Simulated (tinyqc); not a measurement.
Trap depth and cross-section from two peaks.

Problem. A DLTS peak lies where ew = sn g T^2 exp(-Et/kB T), g = vth Nc/(300 K)^2. Find Et and sn.

Inputs (values chosen for the exercise):

| symbol | value | unit | meaning |
|---|---|---|---|
| Nc | 4.43e17 | cm^-3 | conduction-band density of states at 300 K |
| vth | 4.3e7 | cm/s | thermal velocity at 300 K |

Constants: q = 1.602176634e-19 C, kB = 1.380649e-23 J/K. Results are converted to the units shown.

peak temperatures for ew = 5 and 1000 1/s (K): [63.443549, 81.221254]

Answer. The slope of ln(ew/T^2) against q/kB T is -Et, and the intercept is ln(sn g).

Et = 0.1200 eV
sn = 2.000e-14 cm^2

Program tinyqc, `OMP_NUM_THREADS=1 python tinyqc.py 2050076 2050077 out.jsonl`; Intel Xeon 2.30GHz, shared host, one thread, about 0.01 s.
